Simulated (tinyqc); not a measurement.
# Changing the incident fluence

Model: millisecond and nanosecond annealing: surface heating, thermal budget and solid-phase regrowth. Computed by tinyqc, a small Python program. Command: `OMP_NUM_THREADS=1 python tinyqc.py 3002265 3002266 out.jsonl flash sweep`. One thread of a shared host (Intel(R) Xeon(R) Processor @ 2.30GHz), about 0.04 s of CPU time with the checks.

A square pulse heats the surface of a thick wafer with constant thermal properties; losses by radiation are neglected and silicon melts at 1414 C.

Inputs (values chosen for the exercise, modelled on hot silicon with boron):

| quantity | value | unit |
|---|---|---|
| pulse length t_p | 0.0017 | s |
| reflectance R | 0.55 | - |
| thermal conductivity k | 0.32 | W/(cm K) |
| heat capacity per volume c | 2.38 | J/(cm^3 K) |
| preheat temperature T0 | 400 | C |
| dopant prefactor D0 | 1.17 | cm^2/s |
| dopant activation energy E | 3.51 | eV |
| regrowth prefactor v0 | 4.6e+08 | cm/s |
| regrowth energy E_v | 2.69 | eV |

Source: flash lamp.

Constants: k_B = 8.617333262e-05 eV/K.

Method:
- Absorbed flux q = (1 - R) fluence/t_p; kappa = k/c. With f(z, t) = (2 q/k) sqrt(kappa t) ierfc(z/(2 sqrt(kappa t))), ierfc(x) = exp(-x^2)/sqrt(pi) - x erfc(x): T = T0 + f(z, t) during the pulse and T0 + f(z, t) - f(z, t - t_p) after it.
- At the surface the rise at the end of the pulse is 2 q sqrt(t_p/(pi k c)); the fluence that just melts the surface scales with (1414 - T0).
- Temperatures in kelvin are T(C) + 273.15.
- Integrate exp(-E/(k_B T(t))) at the surface from 0 to 10 t_p (Gauss-Legendre, 60 points in sqrt(t) up to t_p and 60 in sqrt(t - t_p) after it). (Dt) = D0 x integral with E; regrowth = v0 x integral with E_v; effective time = integral/exp(-E/(k_B T_peak)).

One run for each value:

| incident fluence (J/cm^2) | peak temperature (C) | diffusion length 2 sqrt(Dt) (nm) | possible regrowth (nm) | effective time over t_p |
|---|---|---|---|---|
| 36.9 | 921 | 0.013 | 5.781e+00 | 0.1290 |
| 40.9 | 977 | 0.027 | 1.854e+01 | 0.1273 |
| 44.9 | 1034 | 0.054 | 5.403e+01 | 0.1263 |
| 48.9 | 1090 | 0.103 | 1.447e+02 | 0.1259 |
| 52.9 | 1147 | 0.186 | 3.592e+02 | 0.1258 |
| 56.9 | 1203 | 0.323 | 8.344e+02 | 0.1262 |
| 64.9 | 1316 | 0.865 | 3.786e+03 | 0.1276 |
| 68.9 | 1372 | 1.348 | 7.480e+03 | 0.1286 |

Give the missing row, incident fluence (J/cm^2) = 60.9.

Computed row; columns: (1) incident fluence (J/cm^2); (2) peak temperature (C); (3) diffusion length 2 sqrt(Dt) (nm); (4) possible regrowth (nm); (5) effective time over t_p:
```
(1)    (2)    (3)        (4)     (5)
60.9  1259  0.538  1.826e+03  0.1268
```

Interpolating between the two neighbouring rows (linearly) misses most in possible regrowth (nm), by 27 %. Over the rows, peak temperature (C) rises from 921 to 1370 (exponent d ln y / d ln x 0.58 between the first rows and 0.70 between the last); diffusion length 2 sqrt(Dt) (nm) rises from 0.0125 to 1.35 (exponent d ln y / d ln x about 7.5 throughout); possible regrowth (nm) rises from 5.78 to 7480 (exponent d ln y / d ln x about 11 throughout). Regrowth rises by a factor 1290 and (Dt) by 11600: the process with the higher activation energy gains more from a hotter peak.

Caution (all rows): equilibrium diffusivities are used; implant damage enhances diffusion, and k and c vary with temperature. Caution (rows 36.9, 40.9, 44.9, 48.9, 52.9): a diffusion length below the atomic spacing of 0.235 nm means about one jump per atom or fewer, so the profile does not change measurably. Caution (rows 56.9, 60.9, 64.9, 68.9): the peak lies above 1150 C, and amorphous silicon melts some 200 to 250 K below the crystal, so a layer that has not regrown before the peak may melt instead.

Extremes, crossings and ranges named in words are read from the listed rows.
